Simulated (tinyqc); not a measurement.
## Capacitances against the space between lines

Endless row of lines of width wl, height tl and space sl between grounded planes at distance hd; e2 fills the gaps beside the lines, e1 the rest. Laplace's equation is solved on meshes of 3, 6 and 12 steps per unit u and extrapolated (Aitken), which is good to about 0.2 %. C_even (all lines at 1 V) is the capacitance Cg to the planes; C_odd (neighbours in antiphase) = Cg + 4 Cc if only nearest neighbours couple, which defines Cc; total with quiet neighbours Cg + 2 Cc. Plate values 2 eps0 e1 wl/hd and eps0 e2 tl/sl.

Inputs (values chosen for the exercise): relative permittivity above and below the lines e1 = 4.2; relative permittivity between the lines e2 = 2; line width, in units u wl = 4 u; line height tl = 10 u; distance to each plane hd = 8 u.

Constants: eps0 = 8.8541878128e-12 F/m. Results are converted to the units shown.

The same in every row: plate Cg (aF/um) = 37.2.

Capacitances against the space between lines:
columns A: sl (u); B: Cg (aF/um); C: Cc (aF/um); D: Cg + 2 Cc (aF/um); E: C_odd (aF/um); F: plate Cc (aF/um); G: share of coupling, 2 Cc/(Cg + 2 Cc) (%)
```
A      B     C    D    E     F     G
2   54.7   124  302  549  88.5  81.9
4   70.1  65.3  201  331  44.3  65.1
6   83.4  42.6  169  254  29.5  50.6
8   94.7  29.9  154  214  22.1  38.7
12   112  15.8  144  175  14.8  22.0
16   123  8.70  141  158  11.1  12.4
24   134  2.69  139  145  7.38  3.86
```

As sl goes from 2 to 24, Cg rises from 54.7 to 134 aF/um, Cc falls from 124 to 2.69 aF/um and the share of coupling falls from 81.9 to 3.86 %. Cg is 1.47 times its plate value in the first row and 3.60 times in the last; for Cc the ratios are 1.40 and 0.365. Neighbours in antiphase raise the load by a factor of 1.82 and 1.04 over quiet ones. For sl = 2, 4 the planes are farther than 0.8 of the pitch, so second neighbours couple too and Cg + 2 Cc understates the quiet load by a per cent or more.

Numbers from tinyqc (`OMP_NUM_THREADS=1 python tinyqc.py 2790154 2790155 out.jsonl`; about 1 s on one thread of a shared Intel Xeon 2.30GHz).
